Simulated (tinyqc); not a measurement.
Worked calculation (part 2 of 2): RHF in the sto-6g basis, for BeH2, spin multiplicity 1. Computed by tinyqc, a small Python program that keeps every step (integrals from PySCF). Command: `OMP_NUM_THREADS=1 python tinyqc.py 26638 26639 out.jsonl` (the two numbers bound the seeds that draw the settings). One thread of a shared host (Intel(R) Xeon(R) Processor @ 2.60GHz), about 0.1 s of CPU time with the checks.

Geometry (angstrom):

| atom | x | y | z |
|---|---|---|---|
| Be | 0.000000 | 0.000000 | 0.000000 |
| H | 0.000000 | 1.225000 | 0.000000 |
| H | 0.000000 | -1.247000 | 0.000000 |

## Populations, bond orders and dipole

D after iteration 6, lower triangle:
```
            1Be 1s     1Be 2s   1Be 2px    1Be 2py   1Be 2pz     2H 1s     3H 1s
1Be 1s    2.078696
1Be 2s   -0.193027   0.553803
1Be 2px   0.000000   0.000000  0.000000
1Be 2py  -0.001108  -0.002754  0.000000   0.509489
1Be 2pz   0.000000   0.000000  0.000000   0.000000  0.000000
2H 1s    -0.183193   0.421000  0.000000   0.401989  0.000000  0.641137
3H 1s    -0.181489   0.424189  0.000000  -0.403353  0.000000  0.004838  0.641533
```

overlap S, lower triangle:
```
           1Be 1s    1Be 2s   1Be 2px    1Be 2py   1Be 2pz     2H 1s     3H 1s
1Be 1s   1.000000
1Be 2s   0.254764  1.000000
1Be 2px  0.000000  0.000000  1.000000
1Be 2py  0.000000  0.000000  0.000000   1.000000
1Be 2pz  0.000000  0.000000  0.000000   0.000000  1.000000
2H 1s    0.092775  0.507573  0.000000   0.554465  0.000000  1.000000
3H 1s    0.088423  0.498530  0.000000  -0.549339  0.000000  0.054832  1.000000
```

Mulliken: Z minus the diagonal of D S on the atom; Loewdin: the same with S^(1/2) D S^(1/2); Mayer order: 2 sum_s sum (D(s) S)_ij (D(s) S)_ji over the two atoms.

Charges (e):

| atom | Mulliken | Loewdin |
|---|---|---|
| 1Be | 0.119782 | 0.088018 |
| 2H | -0.060984 | -0.044443 |
| 3H | -0.058799 | -0.043575 |

Mayer bond orders:

| pair | order |
|---|---|
| 2-1 | 0.996090 |
| 3-1 | 0.996352 |
| 3-2 | 0.000191 |

dipole moment about the origin, x y z (debye): 0.000000  0.000504  0.000000
